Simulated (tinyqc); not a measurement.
Worked calculation: propagation of a band-gap error through k.p and effective-mass formulas. Values are carried at full precision from step to step, so a last printed digit may differ when a step is redone from the rounded ones.

Chain, for a gap E (the reference Eg or another value), with Ep and Dso kept: 1/me = 1 + Ep (E + 2 Dso/3)/(E (E + Dso)); g* = 2 - 2 Ep Dso/(3 E (E + Dso)); g1(E) = g1 + (Ep/3)(1/E - 1/Eg), g2(E) = g2 + (Ep/6)(1/E - 1/Eg), light hole 1/(g1 + 2 g2), heavy hole 1/(g1 - 2 g2) along [100]; optical constant ei(E) = 1 + (ei - 1)(EP/(EP + E - Eg))^2, static e0(E) = ei(E) + e0 - ei.

Constants: Ry = 13.60569312 eV; a0 (Bohr radius) = 0.5291772105 angstrom; kB = 8.617333262e-05 eV/K; hbar^2/2m0 = 3.80998211 eV angstrom^2.

Values chosen for the exercise (reference values near those of InAs, gap at low temperature; not measured data):
- Eg = 0.409 eV (gap at Gamma to the s-like level)
- Dso = 0.395 eV (spin-orbit splitting)
- Ep = 21.8 eV (Kane energy)
- g1 = 20.04 (Luttinger gamma1)
- g2 = 8.47 (gamma2)
- e0 = 14.94 (static dielectric constant)
- ei = 12.26 (optical dielectric constant)
- EP = 4.67 eV (mean (Penn) gap)
- Eg2 = 0.233 eV (a wrong gap)
- mh = 0.46 m0 (density-of-states mass of the holes)
- T = 300 K (temperature)
- k = 0.036 1/angstrom (wave vector)

## Masses, g factor and screening for both gaps

Evaluate the chain at Eg and at Eg2.

Band values at the two gaps:

| quantity | at Eg | at Eg2 | ratio |
|---|---|---|---|
| me | 0.02194 | 0.01334 | 0.608 |
| g* | -15.46 | -37.23 | - |
| g1 | 20.04 | 33.46 | 1.670 |
| g2 | 8.470 | 15.18 | 1.792 |
| light hole | 0.02704 | 0.01567 | 0.579 |
| heavy hole | 0.3226 | 0.3226 | 1.000 |
| ei | 12.26 | 13.16 | 1.073 |
| e0 | 14.94 | 15.84 | 1.060 |

The gap is off by a factor of 0.57; the electron mass follows with 0.61 and the light hole with 0.58, while the heavy hole, which does not couple to the conduction level, keeps its value. The optical constant changes less, by +7 %, as it answers to the mean gap, which shifts by the same -0.18 eV on a base of 4.67 eV. g* moves by -21.78; remote bands, left out here, shift it by tenths or, where it is large, by some per cent.

## Binding energies and densities for both gaps

Donor: R = Ry me/e0^2, a_B = a0 e0/me, Mott density (0.26/a_B)^3. Nc, Nv = 2 (m kT/(4 pi c))^(3/2), c = hbar^2/2m0, ni = sqrt(Nc Nv) exp(-E/2kT). Exciton: Ry mu/e0^2 with 1/mu = 1/me + g1(E). 1 angstrom^-3 = 1e24 cm^-3.

Use the values of the table.

Results:

| quantity | at Eg | at Eg2 | ratio |
|---|---|---|---|
| R (meV) | 1.338 | 0.7236 | 0.541 |
| a_B (angstrom) | 360.3 | 628.2 | 1.74 |
| Mott density (cm^-3) | 3.758e+14 | 7.090e+13 | 0.189 |
| Nc (cm^-3) | 8.157e+16 | 3.868e+16 | 0.474 |
| ni (cm^-3) | 2.932e+14 | 6.074e+15 | 20.7 |
| exciton (meV) | 0.9290 | 0.5003 | 0.538 |

Power laws carry the error on: the donor energy (me/e0^2) by a factor of 0.541, the Mott density (cube of me/e0) by 0.189. ni, with its exponential, changes by a factor of 20.7, that is 1.3 decades.

## A scissor shift and what it does not mend

A rigid shift D = Eg - Eg2 of the conduction band restores the gap but leaves the curvature, so the mass stays me(Eg2); redoing the sum 1/m = 1 + Ep (E + 2 Dso/3)/(E (E + Dso)) with E = Eg and the same Ep gives another mass. For optics, eps2 at the edge goes as |p|^2/E^2: a rigid shift keeps the dipole elements p/E, while shifting the energies under unchanged p scales eps2 by (Eg2/Eg)^2.

shift D = 0.176 eV
mass under a rigid shift = 0.0133 m0
mass from the sum with the corrected gap = 0.0219 m0
factor on eps2 if p is left unscaled = 0.325

The rigid shift leaves the mass off by a factor of 0.61. The mass from the corrected gap is the reference me(Eg) here, because the exercise keeps Ep fixed; a real correction of the gap depends on k and changes Ep as well.

## Far from the edge the relative error shrinks

Two-level dispersion E(k) = sqrt(E^2/4 + Ep c k^2) - E/2 at k/4, k, 4k for both gaps, c = hbar^2/2m0.

Energies above the edge:

| k (1/angstrom) | at Eg (eV) | at Eg2 (eV) | ratio |
|---|---|---|---|
| 0.00900 | 0.0158 | 0.0260 | 1.640 |
| 0.03600 | 0.1821 | 0.2317 | 1.272 |
| 0.14400 | 1.1237 | 1.2010 | 1.069 |

The ratio tends to Eg/Eg2 = 1.76 at k = 0 and goes from 1.640 to 1.069: at large k both curves approach the same slope sqrt(Ep c), while their distance in eV grows towards |Eg - Eg2|/2.

## Checks

- Chain at E = Eg against the inputs g1, g2, ei, e0: they agree to 1e-10 or better.

tinyqc: `OMP_NUM_THREADS=1 python tinyqc.py 1880116 1880117 out.jsonl`; about 0.01 s, one thread, shared Intel(R) Xeon(R) Processor @ 2.30GHz.
